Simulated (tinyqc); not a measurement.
Semiconductor laser, carrier and photon rate equations: effect of the Auger coefficient on threshold and bandwidth.

Carrier density N and photon density S in one mode: dN/dt = F1 = eta I/(q V) - (A N + B N^2 + C N^3) - vg g S; dS/dt = F2 = G vg g S + G be B N^2 - S/tp, with g = g0 ln(N/Ntr)/(1 + ec S). Output power P = Fo Eph S V/(G tp). No heating, no carrier transport.

gth = 1/(G vg tp), Nth = Ntr exp(gth/g0), Ith = q V (A Nth + B Nth^2 + C Nth^3)/eta. N and S are the steady state (F1 = F2 = 0, S > 0). Jacobian, with a = g0/(N (1 + ec S)) and d = g/(1 + ec S): J11 = -(A + 2 B N + 3 C N^2) - vg a S, J12 = -vg d, J21 = G vg a S + 2 G be B N, J22 = G vg d - 1/tp. wR^2 = det J, gamma = -trace J, fR = wR/(2 pi); the response wR^2/(wR^2 - w^2 + i gamma w) falls to 1/sqrt(2) at w^2 = x + sqrt(x^2 + wR^4), x = wR^2 - gamma^2/2 (f3dB = w/(2 pi)).

Values chosen for this exercise: active volume V = 9.6e-12 cm^3; confinement factor G = 0.038; group velocity vg = 8.2e9 cm/s; gain coefficient g0 = 2000 1/cm; transparency density Ntr = 2.4e18 cm^-3; gain compression ec = 1.2e-17 cm^3; photon lifetime tp = 1.7 ps; defect recombination coefficient A = 9.3e7 1/s; radiative coefficient B = 8.7e-11 cm^3/s; share of spontaneous emission into the mode be = 4.2e-5; injection efficiency eta = 0.93; share of cavity losses that is output Fo = 0.46; photon energy Eph = 1.46 eV; drive current I = 41 mA.

Constants: q = 1.602176634e-19 C. Results are converted to the units shown.

Effect of the Auger coefficient on threshold and bandwidth:

| C (cm^6/s) | Ith (mA) | P (mW) | fR (GHz) | gamma (1/ns) | f3dB (GHz) |
|---|---|---|---|---|---|
| 9.9e-31 | 6.807 | 21.23 | 7.163 | 13.95 | 10.94 |
| 1.9e-30 | 7.160 | 21.00 | 7.127 | 13.93 | 10.88 |
| 3.6e-30 | 7.820 | 20.58 | 7.060 | 13.87 | 10.78 |
| 7e-30 | 9.139 | 19.72 | 6.922 | 13.77 | 10.56 |
| 1.3e-29 | 11.47 | 18.22 | 6.672 | 13.59 | 10.17 |
| 2.6e-29 | 16.51 | 15.01 | 6.090 | 13.21 | 9.262 |
| 4.9e-29 | 25.44 | 9.430 | 4.875 | 12.53 | 7.349 |

Read the table: what changes, and by how much?

As C goes from 9.9e-31 to 4.9e-29 cm^6/s, Ith rises from 6.81 to 25.4 mA, fR falls from 7.16 to 4.87 GHz, gamma falls from 14.0 to 12.5 1/ns and f3dB falls from 10.9 to 7.35 GHz.

tinyqc, about 0.01 s, one thread, Intel Xeon 2.30GHz (shared host): `OMP_NUM_THREADS=1 python tinyqc.py 2840103 2840104 out.jsonl`
